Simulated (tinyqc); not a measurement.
Raising U: Hubbard ring of 6 sites, mean field against exact. Computed by the program tinyqc. Collinear unrestricted mean field (the lowest of 40 random starts) against exact diagonalisation.

one-body matrix (hopping and site energies) (eV):
```
         1        2        3        4        5        6
1   0.0000  -1.4700   0.0000   0.0000   0.0000  -1.4700
2  -1.4700   0.0000  -1.4700   0.0000   0.0000   0.0000
3   0.0000  -1.4700   0.0000  -1.4700   0.0000   0.0000
4   0.0000   0.0000  -1.4700   0.0000  -1.4700   0.0000
5   0.0000   0.0000   0.0000  -1.4700   0.0000  -1.4700
6  -1.4700   0.0000   0.0000   0.0000  -1.4700   0.0000
```

electrons, up and down: 3  3

Exact and mean-field results (eV):
```
U          U/t    E exact  E mean field  mean |n_up - n_down|  double occupancy, exact  first gap in the sector
0.730    0.497  -10.70155     -10.66500                 0.000                    0.233                    2.692
1.470    1.000   -9.70370      -9.55500                 0.000                    0.216                    2.435
4.410    3.000   -6.51703      -5.36738                 0.554                    0.145                    1.483
5.880    4.000   -5.39300      -4.16939                 0.758                    0.111                    1.132
8.820    6.000   -3.89332      -2.86298                 0.891                    0.064                    0.713
11.760   8.000   -3.01075      -2.17164                 0.938                    0.039                    0.512
17.640  12.000   -2.05779      -1.45993                 0.972                    0.019                    0.333
29.400  20.000   -1.25319      -0.87981                 0.990                    0.007                    0.200
```

Estimate the missing row, U = 2.94.

Computed row:
```
U        U/t   E exact  E mean field  mean |n_up - n_down|  double occupancy, exact  first gap in the sector
2.940  2.000  -7.95190      -7.35000                 0.000                    0.181                    1.930
```

In absolute terms mean field is worst at U/t = 4.0, 1.224 eV too high: at small U it is nearly exact, and at large U it misses only exchange-scale energies. Its local moments set in at U/t = 3.0 of those listed, a broken symmetry that the exact state of a finite cluster with equal spins does not have. Relative to the exact energy its error is 0.3 % at the smallest U, 30 % at most and 30 % at the largest. The double occupancy falls from 0.233 to 0.007; at the largest U the first gap is 0.68 times the exchange scale 4t^2/U.
